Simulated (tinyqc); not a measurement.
# Worked calculation: off-state leakage of single and stacked transistors

Computed by the program tinyqc: `OMP_NUM_THREADS=1 python tinyqc.py 2242226 2242227 out.jsonl`, one thread of a shared Intel Xeon 2.30GHz, about 0.03 s for the whole run. Printed values are rounded.

n-channel devices of unit width. Subthreshold current I(Vg, Vs, Vd) = I0 (T/300 K)^0.5 exp[(Vg - Vs - VT(T) - gb (Vs - Vb) + dd (Vd - Vs))/(nf Vt)] (1 - exp(-(Vd - Vs)/Vt)), VT(T) = VT - cT (T - 300 K). Gate-edge tunnelling Ig (Vd/1 V) exp(ag (Vd - 1 V)), for a gate at 0 V, and band-to-band leakage Ab u exp(-Bb/u), u = Vd - Vb + 1 V, flow at a drain held at V; both are taken as independent of T. In a stack of off transistors (all gates at 0 V) the same subthreshold current passes through each.

Inputs (values chosen for the exercise); values of the order met in bulk silicon logic transistors:

| symbol | value | unit | meaning |
|---|---|---|---|
| T | 300 | K | temperature |
| V | 0.7 | V | supply voltage |
| VT | 0.48 | V | threshold at 300 K, zero drain and body bias |
| cT | 0.8 | mV/K | fall of the threshold with temperature |
| I0 | 0.23 | uA/um | current at threshold at 300 K |
| nf | 1.28 |  | slope factor |
| dd | 0.16 |  | drain-induced lowering per volt |
| gb | 0.17 |  | rise of the threshold per volt of source-body bias |
| Ig | 0.0001 | uA/um | gate-edge tunnelling current at 1 V |
| ag | 4.4 | 1/V | exponential slope of the gate current |
| Ab | 20 | uA/(um V) | prefactor of band-to-band leakage at the drain |
| Bb | 23 | V | its exponential voltage |
| Vb | -0.3 | V | body voltage |

Constants: q = 1.602176634e-19 C, kB = 1.380649e-23 J/K, Vt = kB T/q. Results are converted to the units shown.

## Leakage of one transistor

Vg = Vs = 0, Vd = V; effective threshold VT(T) - gb Vb - dd V.

effective threshold = 0.419 V
parts (nA/um): subthreshold 7.28777e-4, gate edge 0.0186995, band-to-band 0.405204
total = 0.424632 nA/um
shares (%): subthreshold 0.171626, gate edge 4.40369, band-to-band 95.4247

The band-to-band part is the largest.

## Starting value

Vx = dd V/(1 + gb + 2 dd), the solution for Vx well above Vt, rounded to three decimals.

Vx at the start = 0.075 V

## Iteration 1: new Vx

Stack of two, Vx the node between them: I_low = I(0, 0, Vx), I_up = I(0, Vx, V), f = ln(I_up/I_low), f' = -(1 + gb + 2 dd)/(nf Vt) - 1/(Vt (exp(Vx/Vt) - 1)) - 1/(Vt (exp((V - Vx)/Vt) - 1)), Vx(new) = Vx - f/f'.

I_low = 3.35430e-5 nA/um
I_up = 3.57630e-5 nA/um
f = 0.0640842
f' = -47.2776 1/V
Vx after iteration 1 = 0.0763555 V

## Iteration 2: new Vx

As before.

I_low = 3.38639e-5 nA/um
I_up = 3.38667e-5 nA/um
f = 8.29678e-5
f' = -47.1563 1/V
Vx after iteration 2 = 0.0763572 V

## Course of the iteration

Stop when the step is below 1e-11 V, or after 40 iterations.

Course of the iteration:
```
iteration  Vx before the step (V)  step (V)
1                           0.075   1.36e-3
2                       0.0763555   1.76e-6
3                       0.0763572  2.85e-12
```

Converged in 3 iterations. The subthreshold current of the stack is 3.386e-5 nA/um, 21.5 times less than that of one transistor (the drain leakage is unchanged); the estimate exp[dd V (1 + gb + dd)/((1 + gb + 2 dd) nf Vt)] gives 20.5.
